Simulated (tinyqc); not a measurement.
Donors on two lattice sites with valley-orbit split states: sweeps and comparisons. A value that a table varies takes the place of the one given here.

Each donor binds at most one electron, in any of its states. For a site s, W_s = sum over its states of g exp(E/kT), and the ionised share is 1/(1 + W_s exp(eta)), eta = (EF - Ec)/kT; n = Nc F_1/2(eta); neutrality n + NA = ND x (mean ionised share, the two sites in equal numbers); holes are neglected. Nc from N = 2 (m kB T/(4 pi c))^(3/2) with c = hbar^2/2m0, in 1/angstrom^3; times 1e24 for 1/cm^3, m = md. F_j(eta) = (1/Gamma(j + 1)) integral_0^infinity x^j dx/(1 + exp(x - eta)), which tends to exp(eta) for eta << 0.

Mobility (Caughey-Thomas form): mu = mu0 + (mu1 (T/300)^(-ga) - mu0)/(1 + ((ND + NA)/Nr)^de); rho = 1/(e n mu), e = 1.602176634e-19 C.

Constants: hbar^2/2m0 = 3.80998211 eV angstrom^2; kB = 8.617333262e-05 eV/K.

Values chosen for the exercise (near those of nitrogen in 4H-SiC; shifted at random, so the results belong to these values and not to a real crystal): md = 0.788 m0 (density-of-states mass of the conduction band); E = (64.4, 57, 126.6, 80.7) meV (binding energies of h ground, h excited, k ground, k excited); g = (2, 4, 2, 4) (their degeneracies with spin); ND = 4.3e+15 1/cm^3 (donors, half on each site); NA = 9.7e+14 1/cm^3 (compensating acceptors, all ionised); T = 350 K; mu0 = 40 cm^2/(V s) (mobility at heavy doping); mu1 = 982 cm^2/(V s) (mobility at light doping and 300 K); Nr = 2e+17 1/cm^3 (reference doping); de = 0.61 (doping exponent); ga = 2.4 (temperature exponent).

## What the excited states change

The last columns keep only the ground state of each site (g = 2).

Results:

| T (K) | effective degeneracy, h site | eta | n (1/cm^3) | n, ground states only | ratio |
|---|---|---|---|---|---|
| 40 | 2.47 | -19.39 | 3.24e+09 | 4.00e+09 | 0.811 |
| 60 | 2.96 | -13.35 | 2.51e+12 | 3.70e+12 | 0.678 |
| 80 | 3.37 | -10.49 | 6.75e+13 | 1.06e+14 | 0.638 |
| 110 | 3.83 | -8.92 | 5.19e+14 | 6.79e+14 | 0.764 |
| 150 | 4.26 | -8.55 | 1.21e+15 | 1.31e+15 | 0.922 |
| 200 | 4.60 | -8.35 | 2.26e+15 | 2.36e+15 | 0.959 |
| 250 | 4.84 | -8.42 | 2.94e+15 | 3.01e+15 | 0.975 |
| 300 | 5.00 | -8.62 | 3.18e+15 | 3.22e+15 | 0.986 |
| 400 | 5.23 | -9.01 | 3.29e+15 | 3.31e+15 | 0.995 |
| 500 | 5.37 | -9.34 | 3.31e+15 | 3.32e+15 | 0.998 |

What can be read from the table?

The effective degeneracy grows from 2.47 to 5.37. Excited states hold electrons back, so the ratio is never above 1; it is lowest, 0.638, at 80 K of those listed, and 0.986 at 300 K. At low T the excited states empty out, and at high T more donors are ionised (n is 100 % of ND - NA in the last row), so the effect is largest in between.

## Ionisation and resistivity against doping

NA = 0.

Results:

| ND (1/cm^3) | n (1/cm^3) | n/ND | mu (cm^2/(V s)) | rho (ohm cm) | rho at full ionisation |
|---|---|---|---|---|---|
| 1.0e+14 | 9.99e+13 | 0.999 | 672 | 92.9 | 92.9 |
| 1.0e+15 | 9.95e+14 | 0.995 | 654 | 9.59 | 9.54 |
| 1.0e+16 | 9.53e+15 | 0.953 | 590 | 1.11 | 1.06 |
| 3.0e+16 | 2.65e+16 | 0.882 | 526 | 0.449 | 0.396 |
| 1.0e+17 | 7.41e+16 | 0.741 | 426 | 0.198 | 0.147 |
| 3.0e+17 | 1.72e+17 | 0.574 | 320 | 0.113 | 0.0650 |
| 1.0e+18 | 3.94e+17 | 0.394 | 214 | 0.0740 | 0.0292 |
| 2.0e+18 | 6.11e+17 | 0.305 | 166 | 0.0616 | 0.0188 |

What can be read from the table?

From 1e16 to 1e18 1/cm^3 rho falls by a factor 15, not 100: the mobility takes a factor 2.76 and incomplete ionisation 2.42. n/ND is below 0.9 from 3e+16 1/cm^3 on. Near 1e19 1/cm^3 and above the levels merge with the band, and already below that screening lowers the binding energy, so the last rows understate n.

## Compensation sets the slope of the freeze-out

NA = K ND. The slope energy is -d ln(n T^(-p))/d(1/kT) between 50 and 60 K, with p = 3/4 for K = 0 and p = 3/2 otherwise.

Results:

| K | n(50 K) (1/cm^3) | n(60 K) (1/cm^3) | slope energy (meV) |
|---|---|---|---|
| 0 | 1.74e+13 | 6.57e+13 | 30.82 |
| 0.0010 | 1.54e+13 | 6.35e+13 | 29.63 |
| 0.010 | 6.07e+12 | 4.72e+13 | 45.97 |
| 0.050 | 1.27e+12 | 1.71e+13 | 60.19 |
| 0.20 | 2.13e+11 | 3.09e+12 | 62.09 |
| 0.50 | 1.21e+08 | 6.14e+09 | 94.40 |

What can be read from the table?

Without acceptors the slope is 30.82 meV, against half the h-site ground-state energy, 32.20; with K = 0.05 it is 60.19 meV, against the full 64.4. The full energy (less a few meV where excited levels lie within a few kT) shows where n is far below NA, since the acceptors then hold EF near the donor level: n(60 K)/NA is 15 for K = 0.001 and 0.08 for K = 0.05; for K = 0.001 the sample is still in or near the uncompensated regime, where p = 3/2 is the wrong power, so that slope means little. At K = 0.5 the acceptors have taken as many electrons as there are h sites, EF sits between the two levels, and the slope is 94.4 meV against their mean of 95.5.

## What moves the carrier density

All results formed anew. Each row changes one parameter from the base and keeps the others.

Results:

| case | eta | n (1/cm^3) | rho (ohm cm) |
|---|---|---|---|
| base | -8.823 | 3.257e+15 | 3.112 |
| E = (69.4, 57, 126.6, 80.7) meV | -8.824 | 3.257e+15 | 3.113 |
| md = 0.867 m0 | -8.964 | 3.267e+15 | 3.103 |
| ND = 8.6e+15 1/cm^3 | -8.014 | 7.314e+15 | 1.442 |
| NA = 1.4e+15 1/cm^3 | -8.962 | 2.837e+15 | 3.590 |
| T = 380 K | -8.940 | 3.280e+15 | 3.760 |
| Nr = 4e+17 1/cm^3 | -8.823 | 3.257e+15 | 3.013 |

What can be read from the table?

The largest shifts from the base row, up to three for each result and ties (the steps differ in size, so this ranks the rows, not the parameters). eta: ND +0.809, md -0.140, NA -0.138; unchanged at the printed digits by Nr. n (1/cm^3): ND +4.06e+15, NA -4.21e+14, T +2.27e+13; unchanged at the printed digits by E and Nr. rho (ohm cm): ND -1.67, T +0.648, NA +0.478.

Program tinyqc; command `OMP_NUM_THREADS=1 python tinyqc.py 1652655 1652656 out.jsonl`; about 0.01 s on one thread of a shared Intel(R) Xeon(R) Processor @ 2.30GHz.
